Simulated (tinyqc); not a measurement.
Resonant-tunnelling diode, transfer matrices and Tsu-Esaki current: one step of the calculation.

Emitter (band edge 0), barrier d1, well Lw, barrier d2, spacer ds, collector (edge -V). The bias drops linearly over these layers and none in the contacts; each layer is cut into ns equal slices, flat at the value of their centres. E is the energy of motion across the layers, C = hbar^2/(2 m0), psi and psi'/m are continuous. Transport is coherent, T(E) is taken as independent of the transverse momentum, and charge in the well is ignored.

Task. Running product of the slice matrices at the trial energy. For the pair (psi, psi'/m) a flat layer has M = [[cos kd, (m/k) sin kd], [-(k/m) sin kd, cos kd]] with k = sqrt(m (E - U)/C) above its edge U, and M = [[cosh Kd, (m/K) sinh Kd], [(K/m) sinh Kd, cosh Kd]] with K = sqrt(m (U - E)/C) below it. Later slices stand to the left. With M acting on (psi, psi'/m) and v = k/m in each lead, T(E) = 4 vL vR/[(vL vR M12 - M21)^2 + (vR M11 + vL M22)^2]. vL = sqrt(mw E/C)/mw, vR = sqrt(mw (E + V)/C)/mw.

Inputs (values chosen for the exercise); masses and offsets of a made-up heterostructure:
```
symbol    value  unit                                meaning
mw         0.26    m0  mass in the well, spacer and contacts
ns            2                         slices in each layer
V          0.21     V                  bias of the collector
E       0.12962    eV                           trial energy
```

Constants: q = 1.602176634e-19 C, hbar = 1.054571817e-34 J s, m0 = 9.1093837015e-31 kg, hbar^2/(2 m0) = 0.0380998212 eV nm^2. Results are converted to the units shown.

| slice | U (eV) | m (m0) | width (nm) |
|---|---|---|---|
| 0 | 0.99288136 | 0.5 | 0.4 |
| 1 | 0.97864407 | 0.5 | 0.4 |
| 2 | -0.04360169 | 0.26 | 0.85 |
| 3 | -0.07385593 | 0.26 | 0.85 |
| 4 | 0.90389831 | 0.5 | 0.4 |
| 5 | 0.88966102 | 0.5 | 0.4 |
| 6 | -0.14059322 | 0.26 | 1.3 |
| 7 | -0.18686441 | 0.26 | 1.3 |

Give: Product after each layer; T(E).

Result.

Product after each layer:

|  | M11 | M12 (nm) | M21 (1/nm) | M22 |
|---|---|---|---|---|
| barrier d1 | 7.364 | 1.084 | 48.73 | 7.312 |
| well | 8.293 | 1.250 | -49.87 | -7.398 |
| barrier d2 | 3.596 | 0.6617 | 14.65 | 2.974 |
| spacer | -4.232 | -0.8050 | -3.879 | -0.9742 |

T(E) = 0.08694

Program tinyqc, `OMP_NUM_THREADS=1 python tinyqc.py 2600046 2600047 out.jsonl`; Intel Xeon 2.30GHz, shared host, one thread, about 0.1 s.
